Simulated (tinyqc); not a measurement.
# Haynes-Shockley experiment: what a collector records, against the distance from injector to collector

A sheet injected at x = 0, t = 0 gives at x = L the signal n(t) = N0 exp(-t/tau - (L - v t)^2/(4 D t))/sqrt(4 pi D t), D = mu Vt, v = mu F. Its peak lies at tp = [-D + sqrt(D^2 + u^2 L^2)]/u^2, u^2 = v^2 + 4 D/tau; dt is the full width at half height. Simple readings: mobility L/(F tp), diffusion coefficient (L dt/tp)^2/(16 ln 2 tp). Area v times the integral of n over N0: (v/u) exp(L (v - u)/(2 D)).

Values chosen for this exercise: temperature T = 250 K; minority-carrier mobility mu = 429 cm^2/(V s); sweep field along the drift F = 2.5 V/cm; lifetime tau = 7.4e-5 s.

Constants: q = 1.602176634e-19 C, kB = 1.380649e-23 J/K, Vt = kB T/q. Results are converted to the units shown.

Results:
```
L (um)  L/v (us)  tp (us)  dt (us)  apparent mobility (cm^2/(V s))  apparent D (cm^2/s)      area  exp(-L/(v tau))
250        23.31    14.65    29.01                           682.5                15.08    0.6269           0.7298
410        38.23    26.81    39.81                           611.8                12.47    0.5218           0.5965
670        62.47    46.86    53.12                           571.9                11.10    0.3873           0.4299
1100       102.6    80.22    69.92                           548.5                10.33    0.2365           0.2501
1800       167.8    134.6    90.91                           534.7                9.892    0.1060           0.1035
3000       279.7    228.0    118.6                           526.3                9.626   0.02677          0.02282
8000       745.9    617.3    195.6                           518.4                9.384  8.663e-5         4.191e-5
```

Estimate the missing row, L = 4900 um.

Computed row:
```
L (um)  L/v (us)  tp (us)  dt (us)  apparent mobility (cm^2/(V s))  apparent D (cm^2/s)      area  exp(-L/(v tau))
4900       456.9    375.9    152.5                           521.4                9.475  0.003030         0.002083
```

With this row back in the table: True values: mu = 429 cm^2/(V s), D = 9.24 cm^2/s. The apparent mobility is 59 % above the true one in the first row and 21 % above it in the last, and the apparent D 63 % above and 1.5 % above D. The peak always comes before L/v, since spreading and decay both weigh down the later part of the signal; the shift is 37 % and 17 % in these rows.

tinyqc, about 0.01 s, one thread, Intel Xeon 2.30GHz (shared host): `OMP_NUM_THREADS=1 python tinyqc.py 2310118 2310119 out.jsonl`
